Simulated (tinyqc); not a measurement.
# Transfer-length model of a contact: two studies

A metal contact of length d and width W on a thin layer of the same width. The metal has no resistance, the sheet resistance under it equals Rsh, and current enters the layer at the front edge x = 0.

Values chosen for this exercise:
- Rsh = 550 ohm/sq (sheet resistance of the semiconductor layer)
- rc = 1.1e-5 ohm cm^2 (specific contact resistivity)
- d = 1 um (contact length)
- W = 72 um (contact width)

Each table varies one quantity; the others keep the values above.

## Effect of the contact resistivity

Transfer length Lt = sqrt(rc/Rsh); front resistance Rc = (Rsh Lt/W) coth(d/Lt); end resistance Re = (Rsh Lt/W)/sinh(d/Lt).

Results:
```
rc (ohm cm^2)  Lt (um)    d/Lt  Rc W (ohm um)
2.5e-7          0.2132   4.690          117.3
6.4e-7          0.3411   2.932          188.7
1.7e-6          0.5560   1.799          323.0
4.2e-6          0.8739   1.144          589.1
1.1e-5           1.414  0.7071           1277
2.8e-5           2.256  0.4432           2981
7.2e-5           3.618  0.2764           7382
0.00047          9.244  0.1082        4.718e4
```

Estimate the missing row, rc = 0.00018 ohm cm^2.

Computed row:
```
rc (ohm cm^2)  Lt (um)    d/Lt  Rc W (ohm um)
0.00018          5.721  0.1748        1.818e4
```

With this row back in the table: Rc W rises from 117 to 47200 ohm um, as rc^(0.51) between the first two rows (d/Lt = 4.7) and rc^(0.99) between the last two (d/Lt = 0.11); a long contact gives the power 1/2 and a short one 1.

## Effect of the sheet resistance

Same model as above.

Effect of the sheet resistance:
```
Rsh (ohm/sq)  Lt (um)    d/Lt  Rc W (ohm um)  Re W (ohm um)
22              7.071  0.1414           1107           1096
65              4.114  0.2431           1122           1089
190             2.406  0.4156           1163           1069
560             1.402  0.7135           1281           1012
1600           0.8292   1.206           1588          872.5
4800           0.4787   2.089           2369          577.9
14000          0.2803   3.568           3931          221.7
```

Rc W rises from 1110 to 3930 ohm um while Re W falls from 1100 to 222 ohm um; for Rsh going to zero both tend to rc/d = 1100 ohm um. A larger Rsh shortens Lt and crowds the current to the front edge.

Numbers from tinyqc (`OMP_NUM_THREADS=1 python tinyqc.py 2760151 2760152 out.jsonl`; about 0.01 s on one thread of a shared Intel Xeon 2.30GHz).
